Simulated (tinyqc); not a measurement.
p-type polysilicon, carrier trapping at grain boundaries: two steps of the calculation.

One-dimensional grains of size Lg, uniform ionised doping N, monovalent traps Qt at each boundary at a depth Et below (for electrons) or above (for holes) the band edge there, abrupt depletion of width W on each side of a boundary, Boltzmann statistics. xi is the distance from the band edge at the grain centre to the Fermi level. Trapped charge Qt/(1 + exp((xi + VB - Et)/Vt)) = 2 N W, barrier VB = q N W^2/(2 eps0 eps_r).

Parameters, values chosen for the exercise; values of the order met in polycrystalline silicon: temperature T = 300 K; relative permittivity eps_r = 11.7; valence-band density of states at T NB = 2.65e19 cm^-3; grain size Lg = 280 nm; trap density of a grain boundary Qt = 6.9e11 cm^-2; depth of the trap level from the majority band edge at the boundary Et = 0.39 eV; mass for thermionic emission ms = 0.57 m0; correction factor of the emission rate fe = 0.5; mobility inside the grains mug = 68 cm^2/(V s); doping N = 5.4e16 cm^-3.

Constants: q = 1.602176634e-19 C, kB = 1.380649e-23 J/K, m0 = 9.1093837015e-31 kg, Vt = kB T/q, eps0 = 8.8541878128e-14 F/cm where lengths are in cm. Results are converted to the units shown.

Question 1. New W. Partly depleted grain, xi = Vt ln(NB/N): f = 1/(1 + exp((xi + VB - Et)/Vt)), g = Qt f - 2 N W, g' = -2 Qt f (1 - f) VB/(W Vt) - 2 N, W(new) = W - g/g'.

W after iteration 1 = 62.238057 nm

Wanted: VB; f; g; g'; W after iteration 2.

Answer 1.

VB = 0.16175 V
f = 0.93296
g = -2.8428e10 cm^-2
g' = -1.9477e10 cm^-2/nm
W after iteration 2 = 60.778 nm

Question 2. Resistivity and effective mobility. n0 = NB exp(-xi/Vt); mean density n0 (1 - 2 W/Lg) by charge balance in a partly depleted grain, and n0 (sqrt(pi)/2) erf(u)/u with u = sqrt(VB/Vt) in a fully depleted one; v = sqrt(kB T/(2 pi ms m0)); barrier resistivity Vt exp(VB/Vt)/(q fe n0 v Lg); grain resistivity (1 - 2 W/Lg)/(q n0 mug); effective mobility 1/(q mean density total resistivity).

W = 60.685223 nm
xi = 0.16017682 V
VB = 0.15378199 V

Wanted: n0; mean density; v; barrier resistivity; grain resistivity; resistivity; effective mobility.

Answer 2.

n0 = 5.400e16 cm^-3
mean density = 3.059e16 cm^-3
v = 3.563e6 cm/s
barrier resistivity = 22.95 ohm cm
grain resistivity = 0.9630 ohm cm
resistivity = 23.92 ohm cm
effective mobility = 8.530 cm^2/(V s)

The resistivity is 14.1 times that of a single crystal with the same N and mobility mug, and the mean density is 56.7 % of N.

Numbers from tinyqc (`OMP_NUM_THREADS=1 python tinyqc.py 2830033 2830034 out.jsonl`; about 0.01 s on one thread of a shared Intel Xeon 2.30GHz).
